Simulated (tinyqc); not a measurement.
What each parameter does: shallow donor in an anisotropic valley (effective-mass theory).

One valley: H = -c [(d2/dx2 + d2/dy2)/mt + (d2/dz2)/ml] - q/(eps r), c = hbar^2/2m0, q = e^2/(4 pi eps0). Trial function exp(-sqrt((x^2 + y^2)/a^2 + z^2/b^2)) with a > b: T = (c/3)(2/(mt a^2) + 1/(ml b^2)), V = -(q/eps) atan(u/b)/u, u = sqrt(a^2 - b^2). The central cell of the impurity is left out.

Constants: hbar^2/2m0 = 3.80998211 eV angstrom^2; e^2/(4 pi eps0) = 14.39964547 eV angstrom.

Parameters, chosen for this exercise (out of a larger set: near those of Ge; not measured data): ml = 1.549 m0 (longitudinal mass); mt = 0.084 m0 (transverse mass); eps = 15.1 (dielectric constant).

The minimum of the trial energy.

Results for these values:
```
case  E (meV)  a (angstrom)  b (angstrom)    b/a
base   -10.33         59.47         21.46  0.361
```

What happens to each result for ml = 1.239 m0, all else kept?

Answer: E rises from -10.33 to -9.93; a rises from 59.47 to 61.03; b rises from 21.46 to 23.79; b/a rises from 0.361 to 0.390.

The same for each parameter in turn:
```
case           E (meV)  a (angstrom)  b (angstrom)    b/a
base            -10.33         59.47         21.46  0.361
ml = 1.239 m0    -9.93         61.03         23.79  0.390
mt = 0.076 m0    -9.51         65.00         22.66  0.349
eps = 13.6      -12.73         53.56         19.33  0.361
```

eps only rescales the solution (E as 1/eps^2, lengths as eps), so b/a depends on ml/mt alone.

Computed by tinyqc, a small Python program: `OMP_NUM_THREADS=1 python tinyqc.py 1252453 1252454 out.jsonl` (the numbers bound the seed that draws the inputs); one thread of a shared host (Intel(R) Xeon(R) Processor @ 2.30GHz), about 0.01 s for the whole set of steps.
